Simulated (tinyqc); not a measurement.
Inside a calculation. Method: plane-wave Kohn-Sham cycle with exchange-only LDA in a layered model solid. One step of it, computed by the program tinyqc.

Task: Iteration 1: Hamiltonian at one k. H(m,m') = (k + G_m)^2/2 delta + V(G_m - G_m'), with V(-G) = V(G).

A solid whose potential varies along x alone (atomic units):
```
parameter                      value
period a                   12.600000
cross-section of the cell  31.000000
electrons per cell                 2
grid points                       16
plane waves -n..n, n               3
k points                           1
V1 in V1 cos(2 pi x/a)     -0.740000
```

V(G_m), m = 0, 1, 2, ... (hartree): -0.169729  -0.370000  0.000000  0.000000  0.000000  0.000000  0.000000

k = 0.000000 2 pi / a

Give: H.

Result:

H (hartree), lower triangle:
```
        -3      -2      -1      +0      +1      +2     +3
-3   0.949
-2  -0.370   0.328
-1   0.000  -0.370  -0.045
+0   0.000   0.000  -0.370  -0.170
+1   0.000   0.000   0.000  -0.370  -0.045
+2   0.000   0.000   0.000   0.000  -0.370   0.328
+3   0.000   0.000   0.000   0.000   0.000  -0.370  0.949
```
